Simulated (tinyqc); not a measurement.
Linear model of a band gap against the share of exact exchange, step by step. Values are carried at full precision from step to step, so a last printed digit may differ when a step is redone from the rounded ones.

E(alpha) = E0 + S alpha. A wider gap screens less, modelled in the Penn form eps(alpha) = 1 + (e0 - 1)(EP/(EP + S alpha))^2 with a scale EP chosen for the exercise. A dielectric-dependent hybrid takes alpha = 1/eps.

Inputs chosen for the exercise (of the order of those of GaN; not measured data): E0 = 1.89 eV (gap of the semi-local functional); S = 6.95 eV (slope dE/d(alpha)); e0 = 5.62 (optical dielectric constant at alpha = 0); EP = 20.1 eV (energy scale of the screening); Et = 3.52 eV (target gap); a_start = 0.25 (starting alpha); fv = 0.69 (share of the opening taken by the valence edge); Ed = 0.93 eV (defect level above the semi-local valence top); cd = 0 (shift of the level per unit opening, on the scale of the mean potential).

## Fixed shares

Gap, error against the target and eps for alpha = 0, 0.25 and 1/e0; and the alpha that meets the target, (Et - E0)/S.

Results:
```
alpha   E (eV)  E - Et (eV)    eps
0.0000   1.890       -1.630  5.620
0.2500   3.627        0.107  4.914
0.1779   3.127       -0.393  5.100
```

alpha for the target = 0.2345

A quarter of exact exchange overshoots the target by 0.11 eV: the material needs 0.235, and 1/e0 = 0.178 lies further from it than 0.25 does.

## Self-consistent share

Iterate alpha -> 1/eps(alpha) seven times from a_start. The fixed point solves alpha eps(alpha) = 1; the contraction factor there is 2 (eps - 1) S/((EP + S alpha) eps^2).

Iterates:
```
step    alpha     eps  E (eV)
0     0.25000  4.9141  3.6275
1     0.20350  5.0325  3.3043
2     0.19871  5.0451  3.2710
3     0.19821  5.0463  3.2676
4     0.19816  5.0465  3.2672
5     0.19816  5.0465  3.2672
6     0.19816  5.0465  3.2672
7     0.19816  5.0465  3.2672
```

fixed point = 0.19816
contraction factor = 0.1028

The factor is positive, so the iterates approach from one side, the error shrinking to 0.10 of itself each step; the gap is within 0.01 eV of its limit from step 2. Self-consistency moves the gap by +0.141 eV against the one-shot choice 1/e0, since a wider gap screens less.

## Band edges and a deep level

The opening c = S alpha lowers the valence top by fv c and raises the conduction edge by (1 - fv) c, both against the mean potential; the level moves by cd c. Use the fixed point. Compare with stretching the level in proportion to the gap and with pinning it to either edge.

opening c = 1.377 eV

shifts of the valence and conduction edges (eV): -0.950  0.427

level above the valence top = 1.880 eV
level below the conduction edge = 1.387 eV

level above the valence top: stretched, tied to the valence edge, tied to the conduction edge (eV): 1.608  0.930  2.307

The three recipes err by -0.27, -0.95 and +0.43 eV against alignment through the mean potential. A localised level with cd = 0 stays put while the edges move away from it.

## Checks

- Fixed point by bisection against 60 substitutions: both 0.19816.

tinyqc: `OMP_NUM_THREADS=1 python tinyqc.py 1880682 1880683 out.jsonl`; about 0.01 s, one thread, shared Intel(R) Xeon(R) Processor @ 2.30GHz.
